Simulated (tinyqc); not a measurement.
Five-level k.p model folded onto the conduction band: sweeps and comparisons. A value that a table varies takes the place of the one given here.

For k along z and one spin sector the level c couples to four states. With c0 = hbar^2/2m0, P = sqrt(Ep c0), P2 = sqrt(Ep2 c0): diagonal Eg + (1 + Cm) c0 k^2 for c, and 0, -Dso, E7 + D2, E7 for lh, so, G8 up, G7 up (their own dispersion is left out); couplings of c: sqrt(2/3) P k to lh, sqrt(1/3) P k to so, sqrt(2/3) P2 k to G8 up, sqrt(1/3) P2 k to G7 up (phases chosen real).

Expanding E = H_cc + S(E) about Eg in powers of k^2, with s_n = sum_j H_cj^2/(Eg - H_jj)^n: order k^2: e2 = (1 + Cm) c0 k^2 + s1; order k^4: e4 = -s2 e2; order k^6: e6 = s3 e2^2 + s2^2 e2.

Second-order sums for the lowest conduction level at E: 1/m = 1 + Cm + (Ep/3)(2/E + 1/(E + Dso)) - (Ep2/3)(2/(E7 + D2 - E) + 1/(E7 - E)); g/2 = 1 + Cg - (Ep/3)(1/E - 1/(E + Dso)) - (Ep2/3)(1/(E7 - E) - 1/(E7 + D2 - E)). E is counted from the top of the valence band; E = Eg at the edge.

Constants: hbar^2/2m0 = 3.80998211 eV angstrom^2.

Values chosen for the exercise (near those of InAs; the results hold for these values, not for the real material): Eg = 0.414 eV (gap at Gamma to the s-like level); Dso = 0.392 eV (spin-orbit splitting); Ep = 21.4 eV (Kane energy); E7 = 4.34 eV (upper Gamma7 conduction level, from the valence top); D2 = 0.17 eV (its spin-orbit splitting, Gamma8 above Gamma7); Ep2 = 1.2 eV (Kane energy to the upper levels); Cm = -0.2 (remote term in 1/m); Cg = 0 (remote term in g/2).

## How far the series holds

Energies from Eg; Pk/Eg measures the coupling.

Levels (eV):
```
k (1/angstrom)  Pk/Eg  to k^2   to k^4  to k^6   exact
0.0069          0.150  0.0079   0.0078  0.0078  0.0078
0.0157          0.342  0.0411   0.0375  0.0382  0.0380
0.0246          0.537  0.1010   0.0791  0.0889  0.0855
0.0334          0.728  0.1862   0.1116  0.1731  0.1429
0.0422          0.920  0.2973   0.1071  0.3575  0.2070
0.0511          1.115  0.4359   0.0270  0.8163  0.2761
0.0599          1.306  0.5989  -0.1731  1.8748  0.3472
0.0688          1.501  0.7901  -0.5535  4.1484  0.4213
```

Within 2 % of the exact level stay: the k^2 term up to Pk/Eg = 0.15, the sum to k^4 up to Pk/Eg = 0.34, the sum to k^6 up to Pk/Eg = 0.34. In the last row the errors are +369, -975 and +3727 meV: higher orders make it worse, since the series in k^2 converges only for Pk below about Eg/2 in the two-level limit E = Eg/2 + sqrt(Eg^2/4 + P^2 k^2).

## Mass and g factor above the band edge

The sums are evaluated at E = Eg + dE, as is done for confined or hot electrons.

Results:
```
dE (meV)    m(E)     g(E)  m(E)/m(Eg)  1 + dE/Eg
0         0.0228  -14.768      1.0000     1.0000
10        0.0233  -14.173      1.0215     1.0242
25        0.0240  -13.339      1.0536     1.0604
50        0.0253  -12.089      1.1070     1.1208
75        0.0265  -10.990      1.1600     1.1812
99        0.0276  -10.055      1.2107     1.2391
149       0.0300   -8.411      1.3157     1.3599
```

Over 149 meV the mass grows by 31.6 %, against 36.0 % for two levels alone, and g moves from -14.768 to -8.411, towards the free value 2.

## Six materials (three-level Kane formulas for mass and g factor)

1/m = 1 + (Ep/3)(2/Eg + 1/(Eg + Dso)), g = 2 - (2 Ep/3)(1/Eg - 1/(Eg + Dso)). The inputs are values chosen for the exercise.

Results:
```
case         Eg (eV)  Dso (eV)  Ep (eV)  m (m0)        g   Eg/Ep
A near Ge      0.902     0.294     26.6  0.0356   -2.833  0.0339
B near InSb    0.239     0.808     23.0  0.0138  -47.511  0.0104
C near InAs    0.409     0.383     21.6  0.0221  -15.026  0.0189
D near ZnSe    2.832     0.401     23.9  0.1100    1.302  0.1185
E near GaAs    1.530     0.336     25.9  0.0591   -0.032  0.0591
F near GaP     2.839     0.081     31.7  0.0829    1.794  0.0896
```

The mass follows the gap: m/(Eg/Ep) lies between 0.93 and 1.33, while m itself spans a factor of 8.0. The order by mass differs from the order by gap. g is negative for A, B, C and E; it needs Ep Dso > 3 Eg (Eg + Dso). Where g is small, two larger terms cancel: 5 % in Ep moves g by (2 - g)/20, and the levels left out move it by tenths. Remote bands, left out here, make real masses heavier, by up to a half in the wider-gap crystals. All rows are for the Gamma valley, which is not the lowest one in GaP and Ge.

## What each parameter does

Mass and g at E = Eg. Each row changes one parameter from the base and keeps the others.

Results:
```
case             m (m0)         g
base            0.02282  -14.7684
Eg = 0.455 eV   0.02483  -12.5202
Dso = 0.431 eV  0.02304  -15.5854
Ep = 23.54 eV   0.02077  -16.4444
E7 = 4.774 eV   0.02281  -14.7669
D2 = 0.187 eV   0.02282  -14.7692
Ep2 = 1.32 eV   0.02284  -14.7693
```

The largest shifts from the base row, up to three for each result and ties (the steps differ in size, so this ranks the rows, not the parameters). m (m0): Ep -0.00205, Eg +0.00200, Dso +0.00021; unchanged at the printed digits by D2. g: Eg +2.2482, Ep -1.6760, Dso -0.8169.

Computed by tinyqc, a small Python program: `OMP_NUM_THREADS=1 python tinyqc.py 1050330 1050331 out.jsonl` (the numbers bound the seed that draws the inputs); one thread of a shared host (Intel(R) Xeon(R) Processor @ 2.30GHz), about 0.01 s for the whole set of steps.
